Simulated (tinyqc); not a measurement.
Conduction-band offset of an n-N heterojunction from carrier-profile moments: one step of the calculation.

Layer 1 (x < 0) accumulates electrons and layer 2 (x > 0) is depleted. Boltzmann statistics. The bands bend down by V1 in layer 1 and up by V2 in layer 2, with V1 + V2 = VD = dE + Vt ln[(N2/Nc2)/(N1/Nc1)].

Problem. Division of the diffusion potential. Sheet densities from the first integral: Q1 = sqrt((2 eps0 eps_r Vt N1/q)(exp(u1) - u1 - 1)) extra electrons, Q2 = sqrt((2 eps0 eps_r Vt N2/q)(exp(-u2) + u2 - 1)) missing ones, u = V/Vt; neutrality Q1 = Q2 + si. Q1 - Q2 rises steadily with V1, so V1 follows by bisection.

Inputs (values chosen for the exercise); values of the order of III-V alloys:
```
symbol,value,unit,meaning
T,350,K,temperature
eps_r,12.9,,relative permittivity of both layers
Nc1,3.4e17,cm^-3,density of states of the narrow-gap layer 1
Nc2,1.3e18,cm^-3,density of states of the wide-gap layer 2
dE,0.11,eV,conduction-band offset
N1,9.9e15,cm^-3,donor density in layer 1
N2,2.1e16,cm^-3,donor density in layer 2
si,6.4e10,cm^-2,fixed charge at the interface
```

Constants: q = 1.602176634e-19 C, kB = 1.380649e-23 J/K, Vt = kB T/q, eps0 = 8.8541878128e-14 F/cm where lengths are in cm. Results are converted to the units shown.

Find: VD; V1; V2; Q1; n at x = 0-; n at x = 0+.

Solution.

VD = 0.09223 V
V1 = 0.05780 V
V2 = 0.03443 V
Q1 = 1.285e11 cm^-2
n at x = 0- = 6.728e16 cm^-3
n at x = 0+ = 6.705e15 cm^-3

n drops across the interface by 10.0 = (Nc1/Nc2) exp(dE/Vt).

Program tinyqc, `OMP_NUM_THREADS=1 python tinyqc.py 2410147 2410148 out.jsonl`; Intel Xeon 2.30GHz, shared host, one thread, about 0.1 s.
